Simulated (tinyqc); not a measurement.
Susceptibility above T_c: two-sublattice mean-field magnet: ferrimagnet, compensation points and susceptibility. Computed by tinyqc, a small Python program. Command: `OMP_NUM_THREADS=1 python tinyqc.py 3030636 3030637 out.jsonl ferri walk`. One thread of a shared host (Intel(R) Xeon(R) Processor @ 2.30GHz), about 0.01 s of CPU time with the checks.

A random alloy A(1-x)B(x) with H = -sum over pairs J S_i.S_j. a = <S_A> and b = <S_B> are taken along z, a > 0. Exchange fields: h_A = (1 - x) zJ_AA a + x zJ_AB b, h_B = (1 - x) zJ_AB a + x zJ_BB b; a = S_A B_(S_A)(S_A h_A/(k_B T)) and likewise for b, with the Brillouin function B_S(y) = [(2S + 1)/(2S)] coth[(2S + 1) y/(2S)] - [1/(2S)] coth[y/(2S)].

Inputs (values chosen for the exercise, for a model ferrimagnet):
```
quantity               value  unit
spin S_A                   1     -
spin S_B                 2.5     -
g factor g_A             2.1     -
g factor g_B               2     -
fraction x of B sites   0.23     -
z J_AA                  59.2   meV
z J_BB                   2.4   meV
z J_AB                  -7.7   meV
T over T_c              0.18     -
```

Constants: k_B = 8.617333262e-05 eV/K.

Method. Linearised, T (a, b) = M (a, b) with M_ij = S_i (S_i + 1) c_j zJ_ij/(3 k_B), c_A = 1 - x, c_B = x. T_c is the larger eigenvalue, and its eigenvector gives b/a at onset, (T_c - M_AA)/M_AB. With a field B, T (a, b) = M (a, b) + (mu_B B/(3 k_B)) (g_A S_A (S_A + 1), g_B S_B (S_B + 1)). chi = m/B per site; C = mu_B [(1 - x) g_A^2 S_A (S_A + 1) + x g_B^2 S_B (S_B + 1)]/(3 k_B); the table gives C/chi, which tends to T - theta.

T_c = 360.693 K

M (K):
```
          A        B
A   352.654  -13.701
B  -200.676   18.683
```

Inverse susceptibility:
```
T (K)   C/chi (K)  T - C/chi (K)
367.9        22.3         345.66
396.8        96.3         300.51
450.9       199.7         251.18
541.0       331.0         210.01
721.4       546.2         175.14
1082.1      931.2         150.86
1803.5     1667.3         136.16
3606.9     3479.8         127.08
```

What does the comparison show, and why?

T - C/chi sinks from 346 K just above T_c to 127 K at 10 T_c, on its way to the asymptotic theta. The curve of 1/chi is a hyperbola that bends down to zero at T_c = 361 K, so a Curie-Weiss line fitted at high T misses T_c.
